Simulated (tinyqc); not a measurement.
Tersoff bond-order potential. Bending a trimer. Computed by tinyqc, a small Python program. Command: `OMP_NUM_THREADS=1 python tinyqc.py 3001879 3001880 out.jsonl tersoff sweep`. One thread of a shared host (Intel(R) Xeon(R) Processor @ 2.30GHz), about 0.01 s of CPU time with the checks.

E = (1/2) sum_(i, j != i) [A exp(-lambda r_ij) - b_ij B exp(-mu r_ij)], b_ij = (1 + (beta zeta_ij)^n)^(-1/(2n)), zeta_ij = sum_(k != i, j) g(theta_ijk), g = 1 + c^2/d^2 - c^2/(d^2 + (h - cos theta)^2), with theta at atom i. Only nearest neighbours count (cut-off function 1 for them, 0 beyond).

Inputs (values chosen for the exercise, modelled on silicon): A = 1849.8 eV; B = 476.83 eV; lambda = 2.4799 1/angstrom; mu = 1.7322 1/angstrom; beta = 1.08e-06; n = 0.7824; c = 100500; d = 16.03; h = -0.6047; bond length r_12 = 2.32 angstrom; bond length r_13 = 2.45 angstrom.

Method. Atom 1 binds atoms 2 and 3, which do not interact. b_12 = b_13 follow from zeta = g(theta); b_21 = b_31 = 1. E = sum over the two bonds of A exp(-lambda r) - (b + 1)/2 B exp(-mu r).

One run for each value:
```
angle theta at atom 1 (degrees)  energy of the trimer (eV)  bond order b_12  g(theta)
90                                                  -4.795           0.9349     55856
100                                                 -4.990           0.9603     28403
120                                                 -5.261           0.9955      1678
130                                                 -5.289           0.9991       223
140                                                 -5.228           0.9911      3983
160                                                 -5.087           0.9728     17159
180                                                 -5.027           0.9651     23889
```

Give the missing row, angle theta at atom 1 (degrees) = 110.

Computed row:
```
angle theta at atom 1 (degrees)  energy of the trimer (eV)  bond order b_12  g(theta)
110                                                 -5.151           0.9812     10553
```

Interpolating between the two neighbouring rows (linearly) misses most in g(theta), by 43 %. Over the rows, energy of the trimer (eV) goes from -4.79 through a minimum among these rows, -5.29 at 130, to -5.03; bond order b_12 goes from 0.935 through a maximum among these rows, 0.999 at 130, to 0.965; g(theta) goes from 55900 through a minimum among these rows, 223 at 130, to 23900. The bond order is largest where g is least, at cos theta = h, 127.2 degrees.

Extremes, crossings and ranges named in words are read from the listed rows.
